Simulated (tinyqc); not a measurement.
Inside a calculation. Model: MOS capacitor on a p-type substrate, surface potential from the exact charge relation.

Numbers from tinyqc (`OMP_NUM_THREADS=1 python tinyqc.py 2060068 2060069 out.jsonl`; about 0.01 s on one thread of a shared Intel Xeon 2.30GHz). Printed values are rounded.

Uniform p-type substrate, Boltzmann statistics, full ionisation, classical densities. psi is the surface potential against the body (positive when the bands bend down) and u = psi/Vt. Traps are spread evenly over the gap and neutral at flat band, so their charge is -q Dit psi; the minority quasi-Fermi level is shifted by Vb.

Values chosen for this exercise; band and dielectric values close to those of silicon:
```
symbol,value,unit,meaning
T,450,K,temperature
Eg,1.14,eV,band gap
eps_r,11.5,,relative permittivity
Nc,5.22e19,cm^-3,conduction-band density of states at T
Nv,4.87e19,cm^-3,valence-band density of states at T
chi,4.12,eV,electron affinity
N,4.1e18,cm^-3,acceptor density of the substrate
eox,3.9,,relative permittivity of the gate insulator (close to silicon dioxide)
tox,2.2,nm,insulator thickness
phiM,5.02,eV,gate work function
Nf,0,cm^-2,"fixed charge at the interface, in units of q"
Dit,0,cm^-2 eV^-1,density of interface traps
Vb,0,V,reverse bias of the inversion layer against the body
Vg,-0.88,V,gate voltage against the body
```

Constants: q = 1.602176634e-19 C, kB = 1.380649e-23 J/K, Vt = kB T/q, eps0 = 8.8541878128e-14 F/cm where lengths are in cm. Results are converted to the units shown.

Range of the model: At this gate voltage the surface density exceeds 0.3 of the band density of states, so degeneracy and confinement would lower the charge and capacitance.

## Flat band, threshold and scales

ni = sqrt(Nc Nv) exp(-Eg/(2 Vt)), Eg in volts; phiF = Vt ln(N/ni); Cox = eps0 eox/tox; Vfb = phiM - chi - (Eg - Vt ln(Nv/N)) - q Nf/Cox; Q0 = sqrt(2 eps0 eps_r q N Vt); r = (ni/N)^2 exp(-Vb/Vt); VT = Vfb + [(2 phiF + Vb)(1 + q Dit/Cox) + sqrt(2 eps0 eps_r q N (2 phiF + Vb))/Cox].

ni = 2.083918e13 cm^-3
phiF = 0.4726907 V
Cox = 1.569606 uF/cm^2
Vfb = -0.1440364 V
Q0 = 227.7603 nC/cm^2
r = 2.583412e-11
VT = 1.517816 V

## Starting value

psi = +Vt (just off flat band).

psi at the start = 0.03877800 V

## Iteration 1: Newton step for the surface potential

u = psi/Vt; F^2 = exp(-u) + u - 1 + r (exp(u) - u - 1); Qs = -sign(u) Q0 F; Cs = -dQs/dpsi = (Q0/Vt) |1 - exp(-u) + r (exp(u) - 1)|/(2 F). f = Vfb + psi + (q Dit psi - Qs)/Cox - Vg, f' = 1 + (Cs + q Dit)/Cox, psi(new) = psi - f/f'.

u = 1
F = 0.6065307
Qs = -138.1436 nC/cm^2
Cs = 3.060623 uF/cm^2
f = 0.8627533 V
f' = 2.949931
psi after iteration 1 = -0.2536876 V

## Iteration 2: Newton step for the surface potential

As before.

u = -6.542049
F = 26.19475
Qs = 5966.125 nC/cm^2
Cs = 77.66010 uF/cm^2
f = -3.318757 V
f' = 50.47745
psi after iteration 2 = -0.1879403 V

## Course of the Newton iteration

Stop when the step is below 1e-10 V, or after 60 iterations.

Course of the iteration:
```
iteration  psi before the step (V)     f (V)  step (V)
1                       0.03877800     0.863    -0.292
2                       -0.2536876     -3.32    0.0657
3                       -0.1879403     -1.05    0.0468
4                       -0.1411025    -0.244    0.0188
5                       -0.1223360   -0.0237   2.25e-3
6                       -0.1200886  -2.85e-4   2.77e-5
7                       -0.1200609  -4.24e-8   4.12e-9
8                       -0.1200609   < 1e-13   < 1e-13
```

Converged in 8 iterations.

## Charges, field and capacitances at the solution

converged psi = -0.1200609 V

u = psi/Vt; F^2 = exp(-u) + u - 1 + r (exp(u) - u - 1); Qs = -sign(u) Q0 F; Cs = -dQs/dpsi = (Q0/Vt) |1 - exp(-u) + r (exp(u) - 1)|/(2 F). Low frequency: 1/C_LF = 1/Cox + 1/(Cs + q Dit). High frequency, in the simple estimate in which traps and minority carriers do not follow: 1/C_HF = 1/Cox + 1/Cd, Cd being Cs with r = 0 at the same psi. Minority sheet density N_inv = (Q0/(2 q)) int_0^u r (exp(t) - 1)/F(t) dt for u > 0. Oxide field |Qs - q Dit psi + q Nf|/(eps0 eox).

Qs = 966.7246 nC/cm^2
N_inv = 0 cm^-2
oxide field = 2.799558 MV/cm
Cs = 14.60703 uF/cm^2
C_LF/Cox = 0.9029708
C_HF/Cox = 0.9029708

The surface is in accumulation (borders at |psi| = 0, phiF + Vb and 2 phiF + Vb = 0.945 V).
